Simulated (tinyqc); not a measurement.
Fixed-moment scan: Stoner model of a band magnet at zero temperature. Computed by tinyqc, a small Python program. Command: `OMP_NUM_THREADS=1 python tinyqc.py 3023187 3023188 out.jsonl stoner walk`. One thread of a shared host (Intel(R) Xeon(R) Processor @ 2.30GHz), about 0.01 s of CPU time with the checks.

Five orbitals per spin share one band; u = (E - E_bottom)/W runs from 0 to 1, and the states per spin, atom and energy are g = 5 d(u)/W with d = (8/pi) sqrt(u (1 - u)). N(u) is the integral of d from 0. The moment m = n_up - n_down (electrons per atom) moves the fillings to n +/- m/10; the energy is E(m) = E_band(m) - I m^2/4.

Inputs (values chosen for the exercise, for a model d band): band width W = 5.1 eV; filling n per spin orbital = 0.17; Stoner parameter I = 0.563 eV.

Density of states: semi-elliptic.

Method. Solve N(u_F) = n; g_F = 5 d(u_F)/W; the Stoner product is I g_F. For a moment m the Fermi levels of the two spins lie W [u(n + m/10) - u(n - m/10)] =: Delta apart; gbar = m/Delta is the mean density of states between them. A solution has I gbar = 1, is stable where gbar falls with m, or sits at saturation m_max = 10 min(n, 1 - n) if I gbar > 1 there. E_band(m) = 5 W [e(n + m/10) + e(n - m/10) - 2 e(n)], e = integral of u d(u) up to the Fermi level.

Stoner product I g_F = 0.588308

Against the moment:
```
m (mu_B)  Delta (eV)   I gbar  E(m) - E(0) (meV)
0.085         0.0814  0.58821               0.71
0.255         0.2444  0.58743               6.42
0.510         0.4910  0.58473              25.81
0.765         0.7427  0.57993              58.62
1.020         1.0032  0.57243             105.73
1.275         1.2799  0.56086             168.68
1.530         1.5922  0.54101             250.50
1.700         1.9021  0.50319             319.72
```

What follows from these numbers?

I gbar runs between 0.503 and 0.588; the energy falls with m where it exceeds 1 and rises where it is below. The lowest row is m = 0.09, and no row lies below the paramagnet.

Extremes, crossings and ranges named in words are read from the listed rows.
